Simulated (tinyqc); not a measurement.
Raising the sheet density: Gamma, L and X subbands of a thin body with non-parabolic valleys.

Hard walls, flat band, c = hbar^2/2m0, energies from the bulk Gamma edge. For a valley at angle theta to the normal 1/m_z = cos^2/ml + sin^2/mt and m_d = sqrt(ml mt^2/m_z). Subband n starts at E_v + e with e (1 + a e) = c (n pi/t)^2/m_z, and its density-of-states mass is taken as m_d (1 + 2 a e), without further growth at higher in-plane energy. Groups are named by valley and degeneracy.

n_i = g m/(2 pi c) kB T ln(1 + exp((EF - E_i)/kB T)), sum n_i = Ns (1e12/cm^2 = 1e-4/angstrom^2), c = hbar^2/2m0. Quantum capacitance Cq = 1602.176634 sum g m/(2 pi c) f_i in microfarad/cm^2 with f_i = 1/(1 + exp((E_i - EF)/kB T)); Cox = 34.5313/eot (one gate); C/Cox = Cq/(Cq + Cox), the centroid term left out.

Constants: hbar^2/2m0 = 3.80998211 eV angstrom^2; kB = 8.617333262e-05 eV/K.

Values chosen for the exercise (near those of a thin GaAs channel; shifted at random, so the results belong to these values and not to a real crystal): face = 110 (surface); mG = 0.066 m0 (Gamma mass); aG = 0.56 1/eV (Gamma non-parabolicity); EL = 0.259 eV (L edge above Gamma); mL = (1.889, 0.074) m0 (L valleys (four, along <111>): ml, mt); EX = 0.457 eV (X edge above Gamma); mX = (1.323, 0.228) m0 (X valleys (three, along <100>): ml, mt); aS = 0.34 1/eV (non-parabolicity of L and X); t = 26 angstrom (body thickness); T = 300 K (temperature); eot = 13 angstrom (equivalent oxide thickness); Nl = (0.5, 1, 2, 4, 7, 11, 16) x 1e12/cm^2 (sheet densities).

Fixed thickness, n = 1 to 8 of all groups; the gate overdrive above the lowest edge is (EF - E_lowest)/e + 0.1602177 Ns/Cox in volts.

Results:
```
Ns (1e12/cm^2)  EF - lowest (eV)  Gamma share (%)     Cq  C/Cox  overdrive (V)
0.5                       -0.063              0.2   2.98  0.529         -0.033
2.0                       -0.025              0.3  10.70  0.801          0.096
4.0                       -0.003              0.3  18.79  0.876          0.239
7.0                        0.018              0.4  27.94  0.913          0.440
11.0                       0.038              0.5  37.41  0.934          0.701
16.0                       0.057              0.7  47.82  0.947          1.022
```

Give the missing row, Ns (1e12/cm^2) = 1.0.

Computed row:
```
Ns (1e12/cm^2)  EF - lowest (eV)  Gamma share (%)    Cq  C/Cox  overdrive (V)
1.0                       -0.044              0.2  5.75  0.684          0.016
```

The lowest subband is L2 n=1; the light Gamma level lies 116 meV above it, lifted there by confinement. At the highest density band filling takes 0.057 V of the 1.022 V overdrive. Cq grows from 3.0 to 47.8 microfarad/cm^2 while EF moves from -0.063 to +0.057 eV against the lowest edge; the Gamma share stays near 0 %.

Run: tinyqc, `OMP_NUM_THREADS=1 python tinyqc.py 1280613 1280614 out.jsonl`; Intel(R) Xeon(R) Processor @ 2.30GHz, one thread, shared host; about 0.03 s of CPU time with all checks.
